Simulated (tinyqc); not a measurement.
## Trap density from swing and capacitance

Problem. In an MOS structure at one bias the subthreshold swing is S = Vt ln 10 (1 + (Cd + q Dit)/Cox) and 1/C_HF = 1/Cox + 1/Cd, Cox = 3.9 eps0/EOT. Find Cd and Dit.

Inputs (values chosen for the exercise): temperature T = 200 K; equivalent oxide thickness EOT = 2 nm.

Constants: q = 1.602176634e-19 C, kB = 1.380649e-23 J/K, Vt = kB T/q, eps0 = 8.8541878128e-14 F/cm where lengths are in cm. Results are converted to the units shown.

S = 53.939227 mV/decade
C_HF = 100.28241 nF/cm^2

Answer. C_HF gives Cd, and the swing gives Cd + q Dit.

Cd = 106 nF/cm^2
Dit = 3.21e12 cm^-2 eV^-1

tinyqc, about 0.01 s, one thread, Intel Xeon 2.30GHz (shared host): `OMP_NUM_THREADS=1 python tinyqc.py 2030080 2030081 out.jsonl`
